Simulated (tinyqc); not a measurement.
Worked calculation: coupled-perturbed Hartree-Fock on RHF in the sto-3g basis, for BeH2, spin multiplicity 1. One step of it, computed by the program tinyqc.

Question. Coupled step 1. U_ai = -(mu_ai + sum_bj [4 (ai|bj) - (ab|ij) - (aj|bi)] U_bj) / (e_a - e_i); alpha = -4 sum U_ai mu_ai.

uncoupled U, order a4, a5, a6, a7:
```
[[0.000000, 0.000000, -0.408465],
 [0.000000, 0.000000, 0.000000],
 [0.000000, 0.000000, 1.866053],
 [-0.026061, 0.639176, 0.000000]]
```

dipole integrals <a|y|i> (bohr), order a4, a5, a6, a7:
```
[[0.000000, 0.000000, 0.235378],
 [0.000000, 0.000000, 0.000000],
 [0.000000, 0.000000, -1.356741],
 [0.135824, -0.696987, 0.000000]]
```

orbital energies (hartree): [-4.535044, -0.413817, -0.369405, 0.206844, 0.213690, 0.357660, 0.676629]

Two-electron integrals over orbitals (pq|rs), unique and non-zero (hartree):
```
(11|11) 2.271979    (21|11) -0.186217   (21|21) 0.023585    (22|11) 0.455515
(22|21) -0.005631   (22|22) 0.372571    (31|31) 0.004986    (32|31) 0.010731
(32|32) 0.157626    (33|11) 0.416039    (33|21) -0.002302   (33|22) 0.383631
(33|33) 0.406768    (41|11) 0.052585    (41|21) -0.006286   (41|22) 0.003384
(41|33) 0.001866    (41|41) 0.016607    (42|11) -0.028675   (42|21) 0.001846
(42|22) 0.009314    (42|33) 0.012405    (42|41) 0.013603    (42|42) 0.048238
(43|31) -0.000213   (43|32) 0.018487    (43|43) 0.015616    (44|11) 0.563351
(44|21) -0.007443   (44|22) 0.349865    (44|33) 0.332870    (44|41) -0.006244
(44|42) -0.034958   (44|44) 0.452670    (51|51) 0.015744    (52|51) 0.014901
(52|52) 0.047237    (53|53) 0.012243    (54|51) -0.004296   (54|52) -0.011592
(54|54) 0.026327    (55|11) 0.569185    (55|21) -0.007190   (55|22) 0.352170
(55|33) 0.332739    (55|41) 0.001737    (55|42) -0.014213   (55|44) 0.398976
(55|55) 0.449859    (61|11) -0.185760   (61|21) 0.024115    (61|22) -0.005224
(61|33) -0.002509   (61|41) -0.002829   (61|42) 0.004969    (61|44) -0.007727
(61|55) -0.005492   (61|61) 0.025607    (62|11) 0.135519    (62|21) -0.005693
(62|22) -0.011890   (62|33) -0.038836   (62|41) 0.004917    (62|42) -0.006624
(62|44) 0.058190    (62|55) 0.067455    (62|61) -0.003973   (62|62) 0.082646
(63|31) -0.000350   (63|32) -0.090057   (63|43) -0.015638   (63|63) 0.084589
(64|11) 0.025657    (64|21) 0.000321    (64|22) 0.001687    (64|33) -0.006575
(64|41) 0.013337    (64|42) 0.034760    (64|44) -0.000503   (64|55) 0.011026
(64|61) 0.003798    (64|62) 0.028297    (64|64) 0.042021    (65|51) 0.015583
(65|52) 0.045021    (65|54) -0.006945   (65|65) 0.047082    (66|11) 0.464131
(66|21) -0.006399   (66|22) 0.376834    (66|33) 0.385416    (66|41) 0.009998
(66|42) 0.029262    (66|44) 0.343792    (66|55) 0.353340    (66|61) -0.004032
(66|62) -0.017020   (66|64) 0.016553    (66|66) 0.403091    (71|31) 0.009385
(71|32) 0.017229    (71|43) -0.000676   (71|63) 0.000250    (71|71) 0.017799
(72|31) 0.004564    (72|32) -0.038868   (72|43) -0.014846   (72|63) 0.061230
(72|71) 0.008379    (72|72) 0.057281    (73|11) 0.150312    (73|21) -0.003968
(73|22) 0.000659    (73|33) -0.018321   (73|41) 0.000137    (73|42) -0.020483
(73|44) 0.068709    (73|55) 0.070908    (73|61) -0.003635   (73|62) 0.076729
(73|64) 0.015383    (73|66) -0.018652   (73|73) 0.087850    (74|31) -0.002860
(74|32) -0.033304   (74|43) 0.009071    (74|63) 0.021092    (74|71) -0.004934
(74|72) 0.006503    (74|74) 0.024259    (75|53) 0.013167    (75|75) 0.016941
(76|31) 0.009236    (76|32) 0.134879    (76|43) 0.019978    (76|63) -0.086919
(76|71) 0.015245    (76|72) -0.046225   (76|74) -0.027906   (76|76) 0.128715
(77|11) 0.541830    (77|21) -0.007356   (77|22) 0.396973    (77|33) 0.412659
(77|41) 0.001649    (77|42) 0.002330    (77|44) 0.377432    (77|55) 0.375842
(77|61) -0.007207   (77|62) -0.017102   (77|64) -0.006113   (77|66) 0.405855
(77|73) 0.004765    (77|77) 0.449659
```

Give: U after step 1; polarisability.

Answer.

U after step 1, order a4, a5, a6, a7:
```
[[0.0000, 0.0000, -0.4744],
 [0.0000, 0.0000, 0.0000],
 [0.0000, 0.0000, 2.1518],
 [-0.0308, 0.7128, 0.0000]]
```

polarisability = 14.1286 bohr^3
